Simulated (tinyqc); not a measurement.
One anharmonic mode: perturbation theory, self-consistent phonons and exact levels: one step, computed by the program tinyqc.

V(x) = k x^2/2 + b x^4 for one coordinate x of mass M. A constant K > 0 gives hbar Omega = sqrt((hbar^2/u) K/M) with K in eV/angstrom^2 and M in u.

Task: Self-consistent results. Self-consistent phonon, centred at x = 0: K = k + 12 b <x^2>, <x^2> = (hbar Omega/(2K)) coth(hbar Omega/(2 k_B T)). Its free energy is F = k_B T ln[2 sinh(hbar Omega/(2 k_B T))] + (k - K)<x^2>/2 + 3 b <x^2>^2, an upper bound to the exact one.

Inputs (values chosen for the exercise, for a model mode):
```
quantity              value           unit
mode mass M             117              u
harmonic constant k  -0.955  eV/angstrom^2
quartic constant b     12.8  eV/angstrom^4
temperature T           200              K
```

Shape: double well.

self-consistent K = 1.227712 eV/angstrom^2

Constants: hbar^2/u = 4.18015928e-03 eV angstrom^2; k_B = 8.617333262e-05 eV/K.

Give: self-consistent quantum; self-consistent <x^2>; self-consistent free energy.

Result:

self-consistent quantum = 6.623 meV

self-consistent <x^2> = 0.01421 angstrom^2

self-consistent free energy = -24.13 meV
